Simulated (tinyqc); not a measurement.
Changing the pair energy w (positive repels): adsorption as a lattice gas: isotherms with interactions, competition, desorption peaks and saturation dose. Computed by tinyqc, a small Python program. Command: `OMP_NUM_THREADS=1 python tinyqc.py 3015721 3015722 out.jsonl adsorb sweep`. One thread of a shared host (Intel(R) Xeon(R) Processor @ 2.30GHz), about 0.01 s of CPU time with the checks.

One adsorbate per site; a molecule needs 2 empty sites. Gas and surface have the same temperature.

Inputs (values chosen for the exercise, for a model surface): desorption energy E = 1.3 eV; prefactor nu = 3.8e+12 1/s; neighbours z = 3; site density N_s = 4.6 1/nm^2; molecular mass M = 6.14 u; sticking coefficient s0 = 0.32; temperature T = 491 K; pressure p = 2.5e-06 Pa; blocking by a second gas, K_B p_B = 19.

Adsorption: dissociative (second order).

Constants: u = 1.6605390666e-27 kg; k_B = 1.380649e-23 J/K; k_B = 8.617333262e-05 eV/K.

Method. Flux F = p/sqrt(2 pi M k_B T); k_d = nu exp(-E/(k_B T)); 2 s0 F (1 - theta)^2 = N_s k_d theta^2, so y = sqrt(2 s0 F/(N_s k_d)), theta = y/(1 + y). With a second gas on the same sites theta = y/(1 + y + K_B p_B). With u = w/(k_B T). Mean field: theta/(1 - theta) = y exp(-z u theta). Quasi-chemical: theta/(1 - theta) = y [(r - 1 + 2 theta)(1 - theta)/((r + 1 - 2 theta) theta)]^(-z/2) exp(-z u/2), r = sqrt(1 - 4 theta (1 - theta)(1 - exp(-u))).

One run for each value:
```
pair energy w (positive repels) (eV)  coverage, mean field  coverage, quasi-chemical        u
-0.0380                                            0.62884                   0.59646  -0.8981
-0.0200                                            0.33294                   0.34036  -0.4727
-0.0021                                            0.24403                   0.24409  -0.0496
0.0160                                             0.19897                   0.20174   0.3782
0.0340                                             0.17092                   0.18027   0.8036
0.0520                                             0.15126                   0.16821   1.2290
0.0700                                             0.13651                   0.16104   1.6544
0.0880                                             0.12493                   0.15663   2.0798
0.1100                                             0.11368                   0.15339   2.5998
```

Over the rows, coverage, mean field falls from 0.629 to 0.114; coverage, quasi-chemical falls from 0.596 to 0.153; u rises from -0.898 to 2.60.

Caution (rows 0.0700, 0.0880, 0.110): for z u near 4 or above (near 8 on the triangular lattice, z = 6) mean field itself predicts sublattice order near half coverage (the exact threshold is higher); both uniform formulas leave ordering out.
